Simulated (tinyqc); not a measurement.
Band bending at a free surface with one surface level, surface photovoltage and Kelvin probe: two steps of the calculation.

n-type bulk, xi = Ec - EF = Vt ln(Nc/Nd), p0 = ni^2/Nd, ni = sqrt(Nc Nv) exp(-Eg/(2 Vt)), Eg in volts. b is the upward band bending, u = b/Vt. Space charge per area, in units of q: Qc = sign(b) sqrt((2 eps0 eps_r Vt/q) [(Nd + dn)(exp(-u) - 1) + Nd u + (p0 + dn)(exp(u) - 1)]), with dn the excess density under light (flat quasi-Fermi levels; 0 in the dark). The level holds -Ns f, f = 1/(1 + exp((xi + b - Es)/Vt)). Neutrality: Qc + Qf + (charge of the states) = 0.

Inputs (values chosen for the exercise); band and dielectric values close to those of silicon:
```
symbol    value   unit                                    meaning
T           350      K                                temperature
Eg         1.12     eV                                   band gap
eps_r      11.7                             relative permittivity
Nc      3.52e19  cm^-3     conduction-band density of states at T
Nv      3.35e19  cm^-3        valence-band density of states at T
chi         4.1     eV                          electron affinity
Nd       4.6e16  cm^-3                              donor density
Qf            0  cm^-2       fixed positive charge at the surface
pt         4.31     eV             work function of the probe tip
Ns       9.7e11  cm^-2  density of an acceptor-like surface level
Es          0.5     eV        its depth below the conduction edge
```

Constants: q = 1.602176634e-19 C, kB = 1.380649e-23 J/K, Vt = kB T/q, eps0 = 8.8541878128e-14 F/cm where lengths are in cm. Results are converted to the units shown.

Question 1. Charges against band bending. Evaluate Qc, the surface charge Qf - Ns f and their sum in the dark; the root lies where the sum changes sign.

| point | b (V) |
|---|---|
| 0 | 0.093 |
| 1 | 0.155 |
| 2 | 0.217 |
| 3 | 0.278 |
| 4 | 0.34 |
| 5 | 0.402 |
| 6 | 0.464 |

Find: Qc; surface charge; sum.

Answer 1.

| point | Qc (cm^-2) | surface charge (cm^-2) | sum (cm^-2) |
|---|---|---|---|
| 0 | 1.9545e11 | -9.6898e11 | -7.7352e11 |
| 1 | 2.7270e11 | -9.6207e11 | -6.8937e11 |
| 2 | 3.3340e11 | -9.1133e11 | -5.7793e11 |
| 3 | 3.8397e11 | -6.5252e11 | -2.6855e11 |
| 4 | 4.2931e11 | -2.0205e11 | 2.2727e11 |
| 5 | 4.7031e11 | -3.1604e10 | 4.3871e11 |
| 6 | 5.0801e11 | -4.1639e9 | 5.0385e11 |

The sum rises steadily with b, so there is one root; bisection gives b = 0.30944 V.

Question 2. Work function and Kelvin-probe reading. Work function chi + xi + b; contact potential difference CPD = (work function of the sample) - pt. Depth of EF below Ec at the surface: xi + b. Depletion width Qc/Nd.

converged b = 0.30943893 V

Give: xi + b; Qc; Qc/Nd; work function; CPD.

Answer 2.

xi + b = 0.5097 eV
Qc = 4.076e11 cm^-2
Qc/Nd = 88.61 nm
work function = 4.610 eV
CPD = 299.7 mV

The level is 42.0 % filled: the Fermi level is pinned at it.

Computed by the program tinyqc: `OMP_NUM_THREADS=1 python tinyqc.py 2430076 2430077 out.jsonl`, one thread of a shared Intel Xeon 2.30GHz, about 0.01 s for the whole run.
